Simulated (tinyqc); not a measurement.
Schottky emission and Poole-Frenkel conduction in an insulator, and how to tell them apart: one step of the calculation.

Schottky emission (electrode-limited): J = As T^2 exp[-(pb - b sqrt(F))/Vt], b = sqrt(q/(4 pi eps0 ei)). Poole-Frenkel emission (bulk-limited): J = s0 F exp[-(pt - 2 b sqrt(F))/Vt]. F in V/cm.

Problem. Which mechanism made these data. The data come from another sample of the same dielectric, in which one mechanism alone limits the current. Fit straight lines by least squares: ln J on sqrt(F) (Schottky plot, slope b/Vt) and ln(J/F) on sqrt(F) (Poole-Frenkel plot, slope 2 b/Vt), F in V/cm, and read a permittivity from each slope. The right mechanism gives a value near ei, and in any case between ei and es.

Inputs (values chosen for the exercise); dielectric values close to those of silicon nitride:
- T = 300 K (temperature)
- ei = 4.1 (high-frequency relative permittivity)
- es = 7.49 (static relative permittivity)

Constants: q = 1.602176634e-19 C, kB = 1.380649e-23 J/K, Vt = kB T/q, eps0 = 8.8541878128e-14 F/cm where lengths are in cm. Results are converted to the units shown.

| point | F (MV/cm) | J (A/cm^2) |
|---|---|---|
| 0 | 1.06 | 8.094e-7 |
| 1 | 1.86 | 9.13e-6 |
| 2 | 2.65 | 6.192e-5 |
| 3 | 3.45 | 0.0003269 |
| 4 | 4.25 | 0.001436 |

Find: slope of the Schottky plot; permittivity read as Schottky; slope of the Poole-Frenkel plot; permittivity read as Poole-Frenkel.

Solution.

slope of the Schottky plot = 0.0072491 (cm/V)^0.5
permittivity read as Schottky = 4.1001
slope of the Poole-Frenkel plot = 0.0059081 (cm/V)^0.5
permittivity read as Poole-Frenkel = 24.691

Both plots are nearly straight, so straightness decides nothing. Read as Schottky the data give 4.10, which matches ei = 4.1; read as Poole-Frenkel they give 24.7, above even the static value 7.49. The data were made by Schottky emission.

Numbers from tinyqc (`OMP_NUM_THREADS=1 python tinyqc.py 2370153 2370154 out.jsonl`; about 0.01 s on one thread of a shared Intel Xeon 2.30GHz).
